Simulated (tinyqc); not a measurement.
Rapid thermal processing of a wafer: radiative balance, ramp and cooling, pattern effects, pyrometer error and spike budget: one step, computed by the program tinyqc.

The wafer is opaque and uniform through its thickness unless said otherwise; temperatures in formulas are in kelvin (C + 273.15). sigma = 5.670374419e-12 W/(cm^2 K^4).

Task: Power to hold and to ramp. Effective emissivity between parallel grey plates: eps_eff = 1/(1/eps + 1/(1 - r) - 1). Loss per area q(T) = 2 eps_eff sigma (T^4 - T_w^4) + h (T - T_w). Absorbed power during a ramp = q(T) + C d x ramp rate; thermal time constant tau = C d/(dq/dT), dq/dT = 8 eps_eff sigma T^3 + h; natural cooling rate q/(C d); front-to-back difference under one-sided heating at the end of the ramp = (absorbed power) d/(2 k).

Inputs (values chosen for the exercise, modelled on a hot silicon wafer):
```
quantity                                              value         unit
wafer thickness d                                       525   micrometre
heat capacity per volume C                             2.21   J/(cm^3 K)
thermal conductivity k                                 0.28     W/(cm K)
emissivity eps of each face                            0.71            -
reflectivity of the chamber walls r                    0.42            -
gas heat-transfer coefficient h, both faces together    5.3  mW/(cm^2 K)
wall temperature T_w                                    300            K
process temperature                                     844            C
ramp rate                                               340          K/s
```

Give: eps_eff; holding power q; power at the end of the ramp; dq/dT; time constant tau; natural cooling rate; front-to-back difference.

Result:

eps_eff = 0.46891

holding power q = 12.571 W/cm^2

power at the end of the ramp = 52.019 W/cm^2

dq/dT = 34.957 mW/(cm^2 K)

time constant tau = 3.3191 s

natural cooling rate = 108.34 K/s

front-to-back difference = 4.8768 K

Radiation carries 66 % of the loss. The ramp needs 4.1 times the holding power.
